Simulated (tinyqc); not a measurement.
Single-photon avalanche diode, trigger probability and counting: two steps of the calculation.

A multiplication layer of width W with the uniform field V/W; alpha = an exp(-bn/E) for electrons, beta = ap exp(-bp/E) for holes (local model, no dead space). a = alpha W, b = beta W. Electrons enter at x = 0, holes at x = W. P0 is the probability that an electron entering at 0 starts a lasting avalanche, PW the same for a hole entering at W.

Inputs (values chosen for the exercise); ionisation coefficients close to those of silicon: excess bias Vx = 14 V; probability that a photon makes a pair that enters the layer eta = 0.65; thermal generation rate in the layer Gd = 2600 1/s; dead time td = 50 ns; diode capacitance Cd = 20 fF; quench resistance Rq = 200 kohm; trapping probability per avalanche carrier pa = 2.6e-7; trap release time tt = 4.8 ns; photon rate nph = 1.6e6 1/s.

Constants: q = 1.602176634e-19 C. Results are converted to the units shown.

Question 1. Trigger probability by substitution. PW = 1 - (1 - P0)^(b/a); P0(new) = PW/(PW + (1 - PW) exp(b - a)).

P0 after iteration 1 = 0.97480408
a = 5.2271373
b = 1.1061991

Wanted: PW; P0 after iteration 2.

Answer 1.

PW = 0.54114
P0 after iteration 2 = 0.98643

Question 2. Detection, dark counts, afterpulses and dead-time loss. Pm is the mean trigger probability of pairs made evenly in the layer. PDP = eta P0; dark counts Gd Pm; avalanche charge Cd Vx/q; afterpulse probability pa (Cd Vx/q) exp(-td/tt) Pm; true rate n = nph PDP + dark counts; measured n/(1 + n td) (non-paralysable) or n exp(-n td) (paralysable); recharge time Rq Cd.

P0 = 0.99038899
Pm = 0.88860224

Wanted: PDP; dark counts; avalanche charge; afterpulse probability; true rate; measured, non-paralysable; measured, paralysable; recharge time.

Answer 2.

PDP = 0.64375
dark counts = 2310.4 1/s
avalanche charge = 1.7476e6 electrons
afterpulse probability = 0.0012084 %
true rate = 1.0323e6 1/s
measured, non-paralysable = 9.8165e5 1/s
measured, paralysable = 9.8038e5 1/s
recharge time = 4.0000 ns

Dead time hides 4.9 % of the events in the first model and 5.0 % in the second.

tinyqc, about 0.01 s, one thread, Intel Xeon 2.30GHz (shared host): `OMP_NUM_THREADS=1 python tinyqc.py 2630119 2630120 out.jsonl`
